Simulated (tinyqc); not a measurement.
# Changing the trap depth phi_t

Model: leakage through a gate insulator: direct, Fowler-Nordheim, trap-assisted and Poole-Frenkel currents. Computed by tinyqc, a small Python program. Command: `OMP_NUM_THREADS=1 python tinyqc.py 3022423 3022424 out.jsonl oxideleak sweep`. One thread of a shared host (Intel(R) Xeon(R) Processor @ 2.30GHz), about 0.02 s of CPU time with the checks.

Electrons enter from the cathode Fermi level at x = 0; the conduction band of the insulator lies phi_b - e F x above it, F = V/t. WKB exponents use a parabolic band with mass m.

Inputs (values chosen for the exercise, with an insulator like Si3N4):
```
quantity                          value   unit
thickness t                         2.5     nm
barrier phi_b                      2.09     eV
tunnelling mass m                  0.42    m_0
static constant eps_ox             7.04      -
optical constant eps_opt           3.95      -
voltage across the insulator V     0.99      V
trap density N_t                1.1e+18  cm^-3
attempt rate nu_0                 2e+12    1/s
activation of capture E_a          0.25     eV
temperature T                       300      K
```

Constants: hbar^2/(2 m_0) = 3.80998212 eV angstrom^2; e = 1.602176634e-19 C; hbar = 1.054571817e-34 J s; k_B = 8.617333262e-05 eV/K; eps_0 = 8.8541878128e-12 F/m.

Method:
- For a level a distance phi(x) below the band, the WKB exponent is 2 int kappa dx with kappa = sqrt(m phi/(hbar^2/2m_0)); for a linear barrier from phi_1 down to phi_2 = max(phi_1 - e F d, 0) it is G = (4/3) sqrt(m/(hbar^2/2m_0)) (phi_1^(3/2) - phi_2^(3/2))/(e F).
- J_tun = e^3 F^2/(16 pi^2 hbar m phi_b) x exp(-G) / [1 - sqrt(phi_2/phi_b)]^2 with the free-electron mass in the cathode (m in m_0), phi_2 = max(phi_b - e V, 0): direct tunnelling for e V < phi_b, Fowler-Nordheim above. Image forces, back-flow and the limit on supply are left out, so J_tun is overstated below about 0.5 V.
- Equivalent oxide thickness = 3.9 t/eps_ox.
- A trap at depth x lies phi_t below the band. Capture: tunnel at the cathode Fermi level from 0 to x (G_in from phi_1 = phi_b), rate nu_0 exp(-G_in - E_c/k_B T) with E_c = E_a + max(phi_b - phi_t - e F x, 0), the last term being the height of the trap above the cathode Fermi level. Emission: tunnel from the trap level to the anode (G_out from phi_1 = phi_t over t - x), rate nu_0 exp(-G_out - E_a/k_B T). Re-emission to the cathode follows from detailed balance, rate_back = rate_in exp(dE/k_B T) with dE = phi_b - phi_t - e F x. Each trap passes R = rate_in rate_out/(rate_in + rate_back + rate_out) electrons per second; filling from the anode is left out.
- J_TAT = e N_t int_0^t R dx by the midpoint rule on 400 intervals; the most effective depth is the midpoint with the largest R, rounded to 0.01 nm.
- Poole-Frenkel emission over the lowered barrier of a charged trap: lowering sqrt(e F/(pi eps_opt eps_0)); J_PF = e N_t^(2/3) nu_0 exp(-(phi_t - lowering)/k_B T), one sheet of traps emitting with supply unlimited (an upper bound).
- J = J_tun + J_TAT (the Poole-Frenkel bound is not added); the ratio J/J_tun is the excess that stress-made traps add.

One run for each value; columns: (1) trap depth phi_t (eV); (2) trap-assisted current J_TAT (A/cm^2); (3) most effective depth (nm); (4) Poole-Frenkel bound J_PF (A/cm^2); (5) J/J_tun:
```
(1)         (2)   (3)         (4)     (5)
1.1  2.3187e-10  2.50  6.6048e-01  1.0000
1.3  1.9660e-08  2.00  2.8841e-04  1.0000
1.4  1.3861e-07  1.74  6.0268e-06  1.0000
1.6  5.1801e-06  1.24  2.6317e-09  1.0000
1.8  9.1168e-06  1.18  1.1492e-12  1.0000
2.0  6.4113e-06  1.23  5.0180e-16  1.0000
```

What does the table show, and why?

Over the rows, trap-assisted current J_TAT (A/cm^2) goes from 2.32e-10 through a maximum among these rows, 9.12e-6 at 1.80, to 6.41e-6; most effective depth (nm) goes from 2.50 through a minimum among these rows, 1.18 at 1.80, to 1.23; Poole-Frenkel bound J_PF (A/cm^2) falls from 0.660 to 5.02e-16 (exponent d ln y / d ln x -46 between the first rows and -73 between the last). Shallow traps lie below the cathode Fermi level only far from the cathode, if at all, and fill poorly, deep ones empty slowly, so an intermediate depth passes most current. Left out: 0.520, 0.710, 0.890 (the Poole-Frenkel lowering exceeds 85 % of the trap depth).

Caution (all rows): the film is too thin for the Poole-Frenkel picture (the lowering is a large part of the whole drop, or the traps are further apart than the film is thick), so J_PF is only nominal.

Extremes, crossings and ranges named in words are read from the listed rows.
